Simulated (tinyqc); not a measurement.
Inside a calculation. Model: out-diffusion of a doped substrate or buried layer into a growing epitaxial film. Computed by tinyqc, a small Python program that keeps every step. Command: `OMP_NUM_THREADS=1 python tinyqc.py 3010919 3010920 out.jsonl buried walk`. One thread of a shared host (Intel(R) Xeon(R) Processor @ 2.30GHz), about 0.01 s of CPU time with the checks. Intermediate numbers are printed to about 6 digits and carried at full precision; extremes and crossings named in words are read from the listed rows.

x is counted from the original substrate surface into the film, whose surface moves as x = v t. Substrate dopant has one diffusivity; the dopant of the film is taken as uniform.

Inputs (values chosen for the exercise, modelled on arsenic in silicon): prefactor D0 = 7.62 cm^2/s; activation energy E = 4.01 eV; substrate concentration C_s = 6.5e+19 1/cm^3; film doping C_e = 9.9e+15 1/cm^3; growth rate v = 0.071 um/min; film thickness d = 3.1 um; growth temperature T = 1175 C; autodoping level at the start, as a share of C_s = 0.0006; decay length of autodoping = 0.68 um; later thermal budget (Dt)2 = 1.5e-11 cm^2.

Film doping: opposite type.

Constants: k_B = 8.617333262e-05 eV/K.

## Scales

D = D0 exp(-E/(k_B T)); growth time t = d/v; l = 2 sqrt(D t); growth number G = v t/l = d/l; 1 um = 1e-4 cm. Temperatures in kelvin are T(C) + 273.15.

diffusivity D = 8.44416e-14 cm^2/s

growth time t = 43.6620 min

length l = 0.297465 um

growth number G = 10.4214

The surface outruns diffusion, so the film acts as an infinite medium.

## Moving boundary against the simple erfc

For a surface that grows from dopant-free material and loses none by evaporation, with u = x/l and s = G - u: C/C_s = (1/2) [erfc(u) + (1 + 4 G (G + s)) exp(4 G s) erfc(G + s) - (4G/sqrt(pi)) exp(-u^2)]; for large G it tends to (1/2) erfc(u). Early in the growth G = sqrt(v x_s/(4 D)) for the thickness x_s reached so far; rows give C at the interface (u = 0) and at the surface (u = G).

The first stage of growth:
```
G     C/C_s at the interface  C at the surface (1/cm^3)  simple erfc there (1/cm^3)    ratio  thickness x_s (nm)
0.10                0.824033                5.15822e+19                 2.88450e+19  1.78826         2.85436e-01
0.25                0.679673                3.56934e+19                 2.35194e+19  1.51762         1.78398e+00
0.50                0.577186                1.81908e+19                 1.55838e+19  1.16729         7.13591e+00
0.75                0.538076                8.55374e+18                 9.38744e+18  0.91119         1.60558e+01
1.00                0.520901                3.69136e+18                 5.11222e+18  0.72206         2.85436e+01
1.50                0.507942                5.21707e+17                 1.10158e+18  0.47360         6.42232e+01
2.00                0.503733                4.97669e+16                 1.52026e+17  0.32736         1.14175e+02
2.50                0.502020                3.12921e+15                 1.32259e+16  0.23660         1.78398e+02
3.00                0.501207                1.27419e+14                 7.17941e+14  0.17748         2.56893e+02
```

At the interface the value falls from 0.824 towards 1/2 as G grows; among these rows it is within 1 % of 1/2 from G = 2 on. At the surface the ratio to the simple erfc goes from 1.788 to 0.177: a fixed wall would double the value, while fresh undoped material dilutes a fast-moving surface. The surface value drops below C_e = 9.9e15 by the row at 178 nm; the finished film has G = 10.4. Caution: rows with a thickness or a length l = x_s/G below about 1 nm are formal for a continuum model.

## Transition width

After growth and the later budget: l2 = 2 sqrt(D t + (Dt)2); C(x) = (C_s/2) erfc(x/l2) + share x C_s exp(-x/decay length) for x > 0 (autodoping taken as unchanged by the later budget). The transition x_t solves C(x) = C_e, the metallurgical junction. Usable film = d - x_t. Also give x_t for the erfc term alone, after growth and after the later budget.

length l2 = 0.307385 um

x_t after growth, erfc alone = 0.759607 um

x_t after the later budget, erfc alone = 0.784939 um

x_t with autodoping = 0.956714 um

usable film = 2.14329 um

Solid-state diffusion sets the transition. The later budget is 0.068 times that of the growth. Caution: the substrate doping is comparable to or above the intrinsic density at growth temperature, so the diffusivity may be higher on that side.

## Profile in the film

Positions are 0.05, 0.2, 0.4, 0.6, 0.8, 1, 1.25 and 1.5 of x_t with autodoping (any beyond the film thickness are formal); net doping = |C - C_e|.

Concentrations (1/cm^3):
```
x/x_t   x (um)    diffusion   autodoping   net doping
0.05   0.04784  2.68387e+19  3.63508e+16  2.68652e+19
0.20   0.19134  1.23071e+19  2.94347e+16  1.23267e+19
0.40   0.38269  2.54463e+18  2.22155e+16  2.55694e+18
0.60   0.57403  2.68661e+17  1.67668e+16  2.75527e+17
0.80   0.76537  1.39558e+16  1.26545e+16  1.67104e+16
1.00   0.95671  3.49157e+14  9.55084e+15            0
1.25   1.19589  1.22000e+12  6.71871e+15  3.18007e+15
1.50   1.43507  1.31420e+09  4.72640e+15  5.17360e+15
```

Checks made by the program: conservation of dopant by the moving-boundary solution (relative difference below 1e-10).
